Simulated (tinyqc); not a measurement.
What each parameter does: two-dimensional electron gas with Rashba and Dresselhaus coupling.

H = c k^2/m + al (ky sx - kx sy) + b1 (kx sx - ky sy) + gam kx ky (kx sy - ky sx), s the Pauli matrices, x = [100], c = hbar^2/2m0, b1 = gam (pi/L)^2 (hard walls). H = c k^2/m + B.s, so E = c k^2/m -/+ |B| and the lower state has its spin along -B.

Constants: hbar^2/2m0 = 3.80998211 eV angstrom^2.

Values chosen for the exercise (of the size met in InSb; not measured data):
- m = 0.0134 m0 (mass)
- al = 0.3 eV angstrom (Rashba constant)
- gam = 0 eV angstrom^3 (bulk Dresselhaus constant)
- L = 205 angstrom (width of the (001) well)
- n = 3.5 1e11/cm^2 (sheet density (one subband filled))

Splittings 2|B| at k0 = sqrt(2 pi n) along [100], [110] and [-110], and E0 = c k0^2/m; 1e11/cm^2 = 1e-5/angstrom^2.

One parameter was then changed.

Results before and after:
```
case,[100] (meV),[110] (meV),[-110] (meV),E0 (meV)
base,8.8976,8.8976,8.8976,62.53
changed,10.8973,10.8973,10.8973,93.79
```

Which of these changes was made? (a) al = 0.36 eV angstrom; (b) gam = 3 eV angstrom^3; (c) L = 225 angstrom; (d) m = 0.01474 m0; (e) n = 5.25 1e11/cm^2.

Answer: (e) n = 5.25 1e11/cm^2. Of the candidates, run in turn, only this one gives the changed row.

All candidates:
```
case,[100] (meV),[110] (meV),[-110] (meV),E0 (meV)
base,8.8976,8.8976,8.8976,62.53
m = 0.01474 m0,8.8976,8.8976,8.8976,56.84
al = 0.36 eV angstrom,10.6772,10.6772,10.6772,62.53
gam = 3 eV angstrom^3,8.8977,8.9088,8.8865,62.53
L = 225 angstrom,8.8976,8.8976,8.8976,62.53
n = 5.25 1e11/cm^2,10.8973,10.8973,10.8973,93.79
```

Program tinyqc; command `OMP_NUM_THREADS=1 python tinyqc.py 1480631 1480632 out.jsonl`; about 0.01 s on one thread of a shared Intel(R) Xeon(R) Processor @ 2.30GHz.
